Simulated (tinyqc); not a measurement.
Band offset of a heterojunction with an interface dipole (two-band chains, self-consistent charge), step by step. Values are carried at full precision from step to step, so a last printed digit may differ when a step is redone from the rounded ones.

Sites alternate A, C. Left: A at -G1/2, C at +G1/2, hopping -t1; right: A at D - G2/2, C at D + G2/2, hopping -t2; the bonds across the two interfaces of a ring (C left to A right, C right to A left) have -sqrt(t1 t2). D is the offset of the mid-gaps, so Ev(right) - Ev(left) = D - (G2 - G1)/2 and Ec(right) - Ec(left) = D + (G2 - G1)/2. The closing bond has its sign reversed (antiperiodic ring). Half the levels are filled with two electrons each. The charge moved is q = (electrons on the left) less one a site; the mean over the two interfaces, q/2, is taken as the charge that crosses each, and its dipole opposes the offset: D = D0 - u q/2.

Inputs chosen for the exercise (gaps near those of Si and Ge; the chains and D0 are free models, so the offsets are not those of the real pair; not measured data): G1 = 1.16 eV (gap on the left); G2 = 0.67 eV (gap on the right); t1 = 2.68 eV (hopping on the left); t2 = 2.73 eV (hopping on the right); D0 = -0.41 eV (mid-gap of the right side above that of the left, without dipole); n = 3 (cells a side in the small ring); u = 7.5 eV (potential step per electron moved across).

## The small ring at D = D0

Fill in H.

H (eV), rows AL1, CL1, AL2, CL2, AL3, CL3, AR1, CR1, AR2, CR2, AR3, CR3 and columns alike:
```
[[-0.5800, -2.6800, 0, 0, 0, 0, 0, 0, 0, 0, 0, 2.7049],
 [-2.6800, 0.5800, -2.6800, 0, 0, 0, 0, 0, 0, 0, 0, 0],
 [0, -2.6800, -0.5800, -2.6800, 0, 0, 0, 0, 0, 0, 0, 0],
 [0, 0, -2.6800, 0.5800, -2.6800, 0, 0, 0, 0, 0, 0, 0],
 [0, 0, 0, -2.6800, -0.5800, -2.6800, 0, 0, 0, 0, 0, 0],
 [0, 0, 0, 0, -2.6800, 0.5800, -2.7049, 0, 0, 0, 0, 0],
 [0, 0, 0, 0, 0, -2.7049, -0.7450, -2.7300, 0, 0, 0, 0],
 [0, 0, 0, 0, 0, 0, -2.7300, -0.0750, -2.7300, 0, 0, 0],
 [0, 0, 0, 0, 0, 0, 0, -2.7300, -0.7450, -2.7300, 0, 0],
 [0, 0, 0, 0, 0, 0, 0, 0, -2.7300, -0.0750, -2.7300, 0],
 [0, 0, 0, 0, 0, 0, 0, 0, 0, -2.7300, -0.7450, -2.7300],
 [2.7049, 0, 0, 0, 0, 0, 0, 0, 0, 0, -2.7300, -0.0750]]
```

## Levels and site charges

Diagonalise, fill the lower half with two electrons each, and sum the electrons on the left (L) less one a site.

levels (eV): [-5.6245, -5.3164, -4.1053, -3.9970, -1.7252, -1.6288, 1.1420, 1.3925, 3.5949, 3.7012, 4.9442, 5.1623]

electrons on the sites: AL1 1.1575, CL1 0.7823, AL2 1.1812, CL2 0.7776, AL3 1.1827, CL3 0.7777, AR1 1.1818, CR1 0.8749, AR2 1.1622, CR2 0.8805, AR3 1.1607, CR3 0.8811

q = -0.1411 electrons

Electrons move to the right, the side whose mid-gap lies lower.

## Linear response

From here on the ring has 24 cells a side.

chi = (q(+h) - q(-h))/(2h) at D = 0 with h = 0.01 eV; S = 1/(1 + u chi/2); linear estimate D = S D0.

chi = 0.58252 1/eV
S = 0.3140
linear estimate of D = -0.1288 eV

The self-consistent value is -0.1285 eV, +0.2 meV from the estimate. At D = 0 no net charge crosses: the mid-gaps are the neutrality levels of these symmetric chains.

## The line-up

D = -0.1285 eV

Ev(right) - Ev(left) = D - (G2 - G1)/2 and Ec(right) - Ec(left) = D + (G2 - G1)/2, for D0, for the self-consistent D and for D = 0. Type I: the offsets have opposite signs; type III: one valence edge lies above the other conduction edge; else type II.

Offsets (eV):
```
case                            D  valence  conduction                 type
no dipole                  -0.410   -0.165      -0.655  type II (staggered)
self-consistent            -0.129    0.116      -0.374  type I (straddling)
neutrality levels aligned   0.000    0.245      -0.245  type I (straddling)
```

The dipole changes the type of the junction.

## Checks

- q at D = 0 against zero, as particle-hole symmetry demands: both 0.000000.
- q at the self-consistent D on 24 against 48 cells a side: both -0.0751.

(tinyqc, `OMP_NUM_THREADS=1 python tinyqc.py 1451891 1451892 out.jsonl`, Intel(R) Xeon(R) Processor @ 2.30GHz, 1 thread, shared host, about 0.3 s.)
